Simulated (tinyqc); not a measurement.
Inside a calculation. Method: empirical pseudopotential in a few plane waves. One step of it, computed by the program tinyqc.

Question. Bloch Hamiltonian at k. Basis: the 15 shortest G (labels in 2 pi/a), the same at every k. H(G,G') = c |k + G|^2 delta + VS(|G-G'|^2) cos((G-G').tau) + i VA sin((G-G').tau), tau = a/8 (1,1,1); 1 Ry = 13.605693 eV.

Parameters chosen for this model: fcc lattice, atoms at +/- a/8 (1,1,1); form factors in rydberg at |G|^2 in units of (2 pi/a)^2:
```
parameter                 value      unit
a                      6.490000  angstrom
VS(3)                 -0.246000        Ry
VS(8)                  0.015000        Ry
VS(11)                 0.084000        Ry
VA(3)                         0        Ry
VA(4)                         0        Ry
VA(11)                        0        Ry
hbar^2/2m (2 pi/a)^2   3.571028        eV
```

k point k (2 pi / a): 0.430000  -0.490000  0.040000

Give: H(k) at k.

Answer.

H(k) at k (eV):
```
         +0+0+0   -1-1-1   -1-1+1   -1+1-1   -1+1+1   +1-1-1   +1-1+1   +1+1-1
+0+0+0   1.5234   2.3667  -2.3667  -2.3667  -2.3667  -2.3667  -2.3667  -2.3667
-1-1-1   2.3667  12.3793   0.0000   0.0000  -0.2041   0.0000  -0.2041  -0.2041
-1-1+1  -2.3667   0.0000  12.9507   0.2041   0.0000   0.2041   0.0000   0.0000
-1+1-1  -2.3667   0.0000   0.2041   5.3801   0.0000   0.2041   0.0000   0.0000
-1+1+1  -2.3667  -0.2041   0.0000   0.0000   5.9515   0.0000   0.2041   0.2041
+1-1-1  -2.3667   0.0000   0.2041   0.2041   0.0000  18.5215   0.0000   0.0000
+1-1+1  -2.3667  -0.2041   0.0000   0.0000   0.2041   0.0000  19.0929   0.2041
+1+1-1  -2.3667  -0.2041   0.0000   0.0000   0.2041   0.0000   0.2041  11.5223
+1+1+1   2.3667   0.0000  -0.2041  -0.2041   0.0000  -0.2041   0.0000   0.0000
-2+0+0   0.0000  -2.3667  -2.3667  -2.3667   2.3667   0.8081  -0.8081  -0.8081
+0-2+0   0.0000  -2.3667  -2.3667   0.8081  -0.8081  -2.3667   2.3667  -0.8081
+0+0-2   0.0000  -2.3667   0.8081  -2.3667  -0.8081  -2.3667  -0.8081   2.3667
+0+0+2   0.0000  -0.8081   2.3667  -0.8081  -2.3667  -0.8081  -2.3667   0.8081
+0+2+0   0.0000  -0.8081  -0.8081   2.3667  -2.3667  -0.8081   0.8081  -2.3667
+2+0+0   0.0000  -0.8081  -0.8081  -0.8081   0.8081   2.3667  -2.3667  -2.3667

         +1+1+1   -2+0+0   +0-2+0   +0+0-2   +0+0+2   +0+2+0   +2+0+0
+0+0+0   2.3667   0.0000   0.0000   0.0000   0.0000   0.0000   0.0000
-1-1-1   0.0000  -2.3667  -2.3667  -2.3667  -0.8081  -0.8081  -0.8081
-1-1+1  -0.2041  -2.3667  -2.3667   0.8081   2.3667  -0.8081  -0.8081
-1+1-1  -0.2041  -2.3667   0.8081  -2.3667  -0.8081   2.3667  -0.8081
-1+1+1   0.0000   2.3667  -0.8081  -0.8081  -2.3667  -2.3667   0.8081
+1-1-1  -0.2041   0.8081  -2.3667  -2.3667  -0.8081  -0.8081   2.3667
+1-1+1   0.0000  -0.8081   2.3667  -0.8081  -2.3667   0.8081  -2.3667
+1+1-1   0.0000  -0.8081  -0.8081   2.3667   0.8081  -2.3667  -2.3667
+1+1+1  12.0936  -0.8081  -0.8081  -0.8081  -2.3667  -2.3667  -2.3667
-2+0+0  -0.8081   9.6653   0.2041   0.2041  -0.2041  -0.2041   0.0000
+0-2+0  -0.8081   0.2041  22.8067   0.2041  -0.2041   0.0000  -0.2041
+0+0-2  -0.8081   0.2041   0.2041  15.2361   0.0000  -0.2041  -0.2041
+0+0+2  -2.3667  -0.2041  -0.2041   0.0000  16.3789   0.2041   0.2041
+0+2+0  -2.3667  -0.2041   0.0000  -0.2041   0.2041   8.8083   0.2041
+2+0+0  -2.3667   0.0000  -0.2041  -0.2041   0.2041   0.2041  21.9497
```
